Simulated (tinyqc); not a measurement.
# Resistance of a tapered via with liner, size effect and interface, step by step

Computed by the program tinyqc: `OMP_NUM_THREADS=1 python tinyqc.py 2750066 2750067 out.jsonl`, one thread of a shared Intel Xeon 2.30GHz, about 0.01 s for the whole run. Printed values are rounded.

A round via whose diameter grows from db at the bottom as D(z) = db + 2 z/tan(ang). The fill, of diameter D - 2 tl, starts above the bottom liner (thickness fb tl) and has rho = rho0 (1 + ks lam/(D - 2 tl)); the sidewall liner conducts in parallel with it. The bottom liner and the interface are crossed over the full area pi db^2/4. Spreading in the lines above and below is left out.

Parameters, values chosen for the exercise; fill metal close to copper: diameter at the bottom db = 26 nm; height hv = 95 nm; sidewall angle ang = 85 degrees; bulk resistivity of the fill rho0 = 1.71 uohm cm; mean free path of the fill lam = 39.4 nm; size-effect factor ks = 1.2; liner on the sidewall tl = 2.6 nm; liner at the bottom over that on the sidewall fb = 0.7; resistivity of the liner rl = 220 uohm cm; interface resistivity at the bottom ri = 1.9e-12 ohm cm^2; ballistic conductance per area, about 3/(4 rho0 lam) Sb = 1.1e15 S/m^2.

## Slices of the via

Slices between z0 = fb tl and hv, evaluated at their midpoints: conductance per length pi/4 [(D - 2 tl)^2/rho + (D^2 - (D - 2 tl)^2)/rl], slice resistance = slice height over that. 6 slices.

| slice | z (nm) | D (nm) | rho (uohm cm) | slice resistance (ohm) |
|---|---|---|---|---|
| 0 | 9.585 | 27.6772 | 5.30693 | 2.05148 |
| 1 | 25.1150 | 30.3946 | 4.91898 | 1.51685 |
| 2 | 40.6450 | 33.1120 | 4.60657 | 1.15928 |
| 3 | 56.1750 | 35.8294 | 4.34959 | 0.910128 |
| 4 | 71.7050 | 38.5467 | 4.13449 | 0.730569 |
| 5 | 87.2350 | 41.2641 | 3.95181 | 0.597476 |

## Total resistance

R_fill = sum of the slices; R_bottom = rl fb tl/(pi db^2/4); R_interface = ri/(pi db^2/4); ballistic (Sharvin) limit 1/(Sb pi (db - 2 tl)^2/4); ideal cylinder rho0 hv/(pi db^2/4).

parts (ohm): fill 6.96579, bottom liner 7.54150, interface 0.357863
R = 14.8652 ohm
shares (%): fill 46.8599, bottom liner 50.7327, interface 2.4074
ballistic limit = 2.67541 ohm
ideal cylinder = 3.05973 ohm

The bottom liner is the largest part, and R is 4.86 times the ideal cylinder. With 2000 slices R = 14.895 ohm.
